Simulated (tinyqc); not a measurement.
Metal-interlayer-semiconductor contact, depinning against tunnelling resistance: one step of the calculation.

Zero bias, n-type semiconductor. Gap states at the semiconductor surface thin out as exp(-be ti), which unpins the barrier; electrons must then cross the interlayer (a rectangular barrier, no voltage drop across it) and the parabolic depleted layer, both by WKB. Energies E are counted from the Fermi level; no image force, parabolic bands.

Problem. Pinning, barrier and scales. S = 1/(1 + (1/S0 - 1) exp(-be ti)); phiB = S (phiM - chi) + (1 - S)(Eg - E0); xi = Ec - EF deep inside, from Nd = Nc F(-xi/Vt), F(x) = (2/sqrt(pi)) int_0^infinity sqrt(u) du/(1 + exp(u - x)); band bending U = phiB - xi; E00 = (hbar/2) sqrt(Nd/(eps0 eps_r mt m0)) in volts; A = 4 pi q mA m0 kB^2/h^3.

Values chosen for this exercise; semiconductor values close to those of silicon; interlayer mass of the order of that in zinc oxide, offset chosen freely: temperature T = 300 K; band gap Eg = 1.13 eV; relative permittivity eps_r = 11.8; electron affinity chi = 4.09 eV; conduction-band density of states at T Nc = 2.8e19 cm^-3; tunnelling mass in the semiconductor mt = 0.194 m0; Richardson mass mA = 2.01 m0; donor density Nd = 5.8e18 cm^-3; charge-neutrality level above the valence band E0 = 0.35 eV; pinning factor without interlayer S0 = 0.27; metal work function phiM = 4.33 eV; interlayer thickness ti = 0.6 nm; decay constant of gap states through the interlayer be = 4.2 1/nm.

Constants: q = 1.602176634e-19 C, kB = 1.380649e-23 J/K, eps0 = 8.8541878128e-12 F/m, hbar = 1.054571817e-34 J s, h = 6.62607015e-34 J s, m0 = 9.1093837015e-31 kg, Vt = kB T/q. Results are converted to the units shown.

Give: S; phiB; xi; U; E00; A.

Solution.

S = 0.8213
phiB = 0.3365 eV
xi = 0.03881 eV
U = 0.2977 eV
E00 = 0.02955 eV
A = 241.5 A/(cm^2 K^2)

Range of the model: The depletion charge would drop about 0.061 V across such an interlayer (eps_r near 8.5) at ti = 0.6 nm and Nd = 5.8e18 cm^-3, against a band bending of 0.30 V; this model leaves that drop out.

Computed by the program tinyqc: `OMP_NUM_THREADS=1 python tinyqc.py 2270065 2270066 out.jsonl`, one thread of a shared Intel Xeon 2.30GHz, about 0.03 s for the whole run.
